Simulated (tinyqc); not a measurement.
# Worked calculation: carrier lifetime of a p-type layer with SRH, radiative, Auger and surface recombination

Program tinyqc, `OMP_NUM_THREADS=1 python tinyqc.py 2300030 2300031 out.jsonl`; Intel Xeon 2.30GHz, shared host, one thread, about 0.01 s. Printed values are rounded.

Uniform excess density dn = dp (no trapping), n = n0 + dn, p = p0 + dn, Boltzmann statistics, full ionisation. Surfaces enter as a rate 2 S dn/d, which holds while diffusion to them is fast.

Parameters, values chosen for the exercise; band and dielectric values close to those of indium phosphide:
- T = 300 K (temperature)
- Eg = 1.32 eV (band gap)
- Nc = 5.75e17 cm^-3 (conduction-band density of states at T)
- Nv = 1.12e19 cm^-3 (valence-band density of states at T)
- B = 1.18e-10 cm^3/s (radiative coefficient)
- N = 2.5e16 cm^-3 (acceptor density)
- Cn = 2.9e-30 cm^6/s (Auger coefficient (two electrons))
- Cp = 1.9e-30 cm^6/s (Auger coefficient (two holes))
- Nt = 4.6e10 cm^-3 (trap density)
- sn = 1e-15 cm^2 (capture cross-section for electrons)
- sp = 2e-16 cm^2 (capture cross-section for holes)
- vth = 1.3e7 cm/s (thermal velocity (both carriers))
- Et = 0.28 eV (trap level below the conduction band)
- S = 0 cm/s (surface recombination velocity (both faces))
- d = 200 um (sample thickness)
- G = 2e21 cm^-3 s^-1 (generation rate)

Constants: q = 1.602176634e-19 C, kB = 1.380649e-23 J/K, Vt = kB T/q. Results are converted to the units shown.

## Equilibrium densities and SRH constants

ni = sqrt(Nc Nv) exp(-Eg/(2 Vt)), Eg in volts; majority density N/2 + sqrt(N^2/4 + ni^2), n0 p0 = ni^2; n1 = Nc exp(-Et/Vt), p1 = Nv exp((Et - Eg)/Vt); tn0 = 1/(sn vth Nt), tp0 = 1/(sp vth Nt).

ni = 2.07458e7 cm^-3
n0 = 0.0172156 cm^-3
p0 = 2.5e16 cm^-3
n1 = 1.13730e13 cm^-3
p1 = 37.8431 cm^-3
tn0 = 0.00167224 s
tp0 = 0.00836120 s

## Starting value

dn = 1e16 cm^-3.

dn at the start = 1e16 cm^-3

## Iteration 1: new dn

With e = n p - ni^2 = dn (n0 + p0 + dn): U_SRH = e/(tp0 (n + n1) + tn0 (p + p1)), U_rad = B e, U_Aug = (Cn n + Cp p) e, U_s = 2 S dn/d. Newton step on ln U(ln dn) = ln G, U the sum: k = d ln U/d ln dn (central difference over factors 1.0001), dn(new) = dn (G/U)^(1/k).

U_SRH = 2.46071e18 cm^-3 s^-1
U_rad = 4.13e22 cm^-3 s^-1
U_Aug = 3.34250e19 cm^-3 s^-1
U_s = 0 cm^-3 s^-1
k = 1.28608
dn after iteration 1 = 9.49032e14 cm^-3

## Iteration 2: new dn

As before.

U_SRH = 4.78898e17 cm^-3 s^-1
U_rad = 2.90592e21 cm^-3 s^-1
U_Aug = 1.28194e18 cm^-3 s^-1
U_s = 0 cm^-3 s^-1
k = 1.03658
dn after iteration 2 = 6.61453e14 cm^-3

## Iteration 3: new dn

As before.

U_SRH = 3.49704e17 cm^-3 s^-1
U_rad = 2.00291e21 cm^-3 s^-1
U_Aug = 8.60149e17 cm^-3 s^-1
U_s = 0 cm^-3 s^-1
k = 1.02578
dn after iteration 3 = 6.60126e14 cm^-3

## Course of the iteration

Stop when the step is below 1e-10 of the value, or after 40 iterations.

Course of the iteration:
```
iteration	dn before the step (cm^-3)	step (cm^-3)
1	1e16	-9.05e15
2	9.49032e14	-2.88e14
3	6.61453e14	-1.33e12
4	6.60126e14	-3.26e7
5	6.60126e14	< 1e3
```

Converged in 5 iterations.

## Lifetime, shares and quasi-Fermi splitting

converged dn = 6.60126e14 cm^-3

With e = n p - ni^2 = dn (n0 + p0 + dn): U_SRH = e/(tp0 (n + n1) + tn0 (p + p1)), U_rad = B e, U_Aug = (Cn n + Cp p) e, U_s = 2 S dn/d. tau = dn/U, shares of U, splitting Vt ln(n p/ni^2), radiative efficiency U_rad/U.

tau = 3.30063e-7 s
shares (%): SRH 0.0175, radiative 99.9396, Auger 0.0429, surface 0.0000
quasi-Fermi splitting = 0.987843 V

Radiative recombination takes the largest share. dn is 0.026 times the doping: low injection.
